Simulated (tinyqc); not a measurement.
# Gated two-dimensional channel with two bands, quantum capacitance: what changes with what

phi is the Fermi level above the lowest band edge, in volts; Vg is counted from the gate voltage at which an empty channel would have phi = 0. The channel has no thickness; trap charge is -q Dit phi.

Inputs (values chosen for the exercise); lowest band close to that of a thin InAs body: temperature T = 300 K; relative permittivity of the gate insulator (close to zirconium oxide) eox = 24.7; insulator thickness tox = 12 nm; in-plane mass md = 0.0339 m0; valley degeneracy gv = 1; in-plane mass of a second band, chosen freely m2 = 0.039 m0; valley degeneracy of that band, chosen freely g2 = 6; second band edge above the first E2 = 0.17 eV; density of traps Dit = 0 cm^-2 eV^-1; gate voltage Vg = 0.43 V.

Constants: q = 1.602176634e-19 C, kB = 1.380649e-23 J/K, hbar = 1.054571817e-34 J s, m0 = 9.1093837015e-31 kg, Vt = kB T/q, eps0 = 8.8541878128e-14 F/cm where lengths are in cm. Results are converted to the units shown.

Each table varies one quantity; the others keep the values above.

## Effect of the gate voltage

D1 = gv md m0 q/(pi hbar^2), D2 = g2 m2 m0 q/(pi hbar^2) per eV; n1 = D1 Vt ln(1 + exp(phi/Vt)), n2 = D2 Vt ln(1 + exp((phi - E2)/Vt)), n = n1 + n2; Cq = q dn/dphi = q [D1/(1 + exp(-phi/Vt)) + D2/(1 + exp((E2 - phi)/Vt))]. Cox = eps0 eox/tox; Vg = phi + q (n + Dit phi)/Cox. 1/C_G = 1/Cox + 1/(Cq + q Dit); dphi/dVg = Cox/(Cox + Cq + q Dit).

The same in every row: Cox (uF/cm^2) = 1.822.

Effect of the gate voltage:

| Vg (V) | phi (V) | n (cm^-2) | Cq (uF/cm^2) | C_G (uF/cm^2) | dphi/dVg | share of the second band (%) |
|---|---|---|---|---|---|---|
| -0.2 | -0.2000 | 1.613e8 | 9.993e-4 | 9.987e-4 | 0.9995 | 0.9530 |
| -0.09 | -0.09095 | 1.080e10 | 0.06599 | 0.06369 | 0.9651 | 0.9667 |
| 0.02 | -0.001611 | 2.458e11 | 1.120 | 0.6935 | 0.6195 | 1.345 |
| 0.13 | 0.05515 | 8.515e11 | 2.211 | 0.9989 | 0.4519 | 3.471 |
| 0.24 | 0.1002 | 1.590e12 | 3.208 | 1.162 | 0.3623 | 10.33 |
| 0.36 | 0.1364 | 2.543e12 | 5.614 | 1.376 | 0.2451 | 23.97 |
| 0.47 | 0.1592 | 3.535e12 | 8.486 | 1.500 | 0.1768 | 36.19 |
| 0.58 | 0.1765 | 4.590e12 | 11.08 | 1.565 | 0.1413 | 45.53 |
| 0.69 | 0.1909 | 5.677e12 | 13.10 | 1.600 | 0.1221 | 52.38 |
| 0.8 | 0.2037 | 6.783e12 | 14.58 | 1.620 | 0.1111 | 57.48 |

As Vg goes from -0.2 to 0.8, Cq rises from 9.99e-4 to 14.6 uF/cm^2, C_G/Cox rises from 5.48e-4 to 0.889 and n rises from 1.61e8 to 6.78e12 cm^-2. Cq is below Cox for Vg = -0.2, -0.09, 0.02; there the density of states limits the response dn/dVg more than the insulator does.

## Effect of the density of traps

Same model as above.

The same in every row: Cox (uF/cm^2) = 1.822.

Effect of the density of traps:

| Dit (cm^-2 eV^-1) | phi (V) | n (cm^-2) | Cq (uF/cm^2) | C_G (uF/cm^2) | dphi/dVg | share of the second band (%) |
|---|---|---|---|---|---|---|
| 0 | 0.1518 | 3.165e12 | 7.441 | 1.464 | 0.1967 | 32.06 |
| 1e11 | 0.1515 | 3.153e12 | 7.406 | 1.463 | 0.1971 | 31.91 |
| 3e11 | 0.1510 | 3.129e12 | 7.336 | 1.462 | 0.1980 | 31.62 |
| 7e11 | 0.1499 | 3.081e12 | 7.197 | 1.459 | 0.1996 | 31.05 |
| 2e12 | 0.1465 | 2.932e12 | 6.760 | 1.449 | 0.2047 | 29.19 |
| 4e12 | 0.1412 | 2.720e12 | 6.134 | 1.436 | 0.2120 | 26.41 |
| 1e13 | 0.1258 | 2.203e12 | 4.647 | 1.411 | 0.2258 | 19.04 |
| 3e13 | 0.08610 | 1.329e12 | 2.778 | 1.469 | 0.1937 | 7.268 |

What does the comparison show?

As Dit goes from 0 to 3e13, Cq falls from 7.44 to 2.78 uF/cm^2, C_G/Cox goes from 0.803 through a minimum of 0.774 (at Dit = 1e13 among the rows listed) to 0.806 and n falls from 3.16e12 to 1.33e12 cm^-2. Cq exceeds Cox in every row, so the insulator is the tighter limit, though Cq still cuts C_G by up to 23 %.

tinyqc, about 0.01 s, one thread, Intel Xeon 2.30GHz (shared host): `OMP_NUM_THREADS=1 python tinyqc.py 2200033 2200034 out.jsonl`
